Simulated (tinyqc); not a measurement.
# Gate-all-around wire with two subbands, quantum capacitance, step by step

Computed by the program tinyqc: `OMP_NUM_THREADS=1 python tinyqc.py 2200018 2200019 out.jsonl`, one thread of a shared Intel Xeon 2.30GHz, about 0.01 s for the whole run. Printed values are rounded.

phi is the Fermi level above the lowest subband edge, in volts; Vg is counted from the gate voltage at which an empty wire would have phi = 0. Both directions of motion are filled (equilibrium).

Parameters, values chosen for the exercise: temperature T = 150 K; relative permittivity of the gate insulator (close to silicon dioxide) eox = 3.9; insulator thickness tox = 18 nm; mass along the wire md = 0.071 m0; valley degeneracy gv = 2; second subband above the first E2 = 0.28 eV; orbital degeneracy of the second subband g2 = 2; radius of the wire rw = 2.1 nm; gate voltage Vg = 1.07 V.

Constants: q = 1.602176634e-19 C, kB = 1.380649e-23 J/K, hbar = 1.054571817e-34 J s, m0 = 9.1093837015e-31 kg, Vt = kB T/q, eps0 = 8.8541878128e-14 F/cm where lengths are in cm. Results are converted to the units shown.

## Gate capacitance

Cox = 2 pi eps0 eox/ln(1 + tox/rw) per length.

Cox = 0.960547 pF/cm

## Starting value

phi = 0.01 V.

phi at the start = 0.01 V

## Iteration 1: new phi

N1 = gv sqrt(2 md m0 kB T/(pi hbar^2)); n1 = N1 F(phi/Vt), n2 = g2 N1 F((phi - E2)/Vt), n = n1 + n2, F(e) = (1/sqrt(pi)) int_0^infinity u^(-1/2) du/(1 + exp(u - e)); Cq = q dn/dphi = (q N1/Vt) [F'(phi/Vt) + g2 F'((phi - E2)/Vt)]. Newton: f = phi + q (n)/Cox - Vg, phi(new) = phi - f/(1 + (Cq)/Cox).

n1 = 1.62279e6 cm^-1
n2 = 0.00297019 cm^-1
Cq = 9.56504 pF/cm
f = -0.789321 V
phi after iteration 1 = 0.0820322 V

## Iteration 2: new phi

As before.

n1 = 4.91968e6 cm^-1
n2 = 0.781552 cm^-1
Cq = 5.05952 pF/cm
f = -0.167373 V
phi after iteration 2 = 0.108738 V

## Iteration 3: new phi

As before.

n1 = 5.69544e6 cm^-1
n2 = 6.16916 cm^-1
Cq = 4.31191 pF/cm
f = -0.0112717 V
phi after iteration 3 = 0.110791 V

## Course of the iteration

Stop when the step is below 1e-10 V, or after 40 iterations.

Course of the iteration:

| iteration | phi before the step (V) | step (V) |
|---|---|---|
| 1 | 0.01 | 0.0720 |
| 2 | 0.0820322 | 0.0267 |
| 3 | 0.108738 | 2.05e-3 |
| 4 | 0.110791 | 8.68e-6 |
| 5 | 0.110800 | 1.52e-10 |
| 6 | 0.110800 | < 1e-14 |

Converged in 6 iterations.

## Charge and capacitances at the solution

converged phi = 0.110800 V

N1 = gv sqrt(2 md m0 kB T/(pi hbar^2)); n1 = N1 F(phi/Vt), n2 = g2 N1 F((phi - E2)/Vt), n = n1 + n2, F(e) = (1/sqrt(pi)) int_0^infinity u^(-1/2) du/(1 + exp(u - e)); Cq = q dn/dphi = (q N1/Vt) [F'(phi/Vt) + g2 F'((phi - E2)/Vt)]. 1/C_G = 1/Cox + 1/(Cq); dphi/dVg = Cox/(Cox + Cq).

n = 5.75066e6 cm^-1
Cq = 4.26775 pF/cm
C_G = 0.784075 pF/cm
dphi/dVg = 0.183721

Cq is 4.44 times Cox, so C_G is 81.6 % of Cox; 10.4 % of the gate voltage has gone into phi.
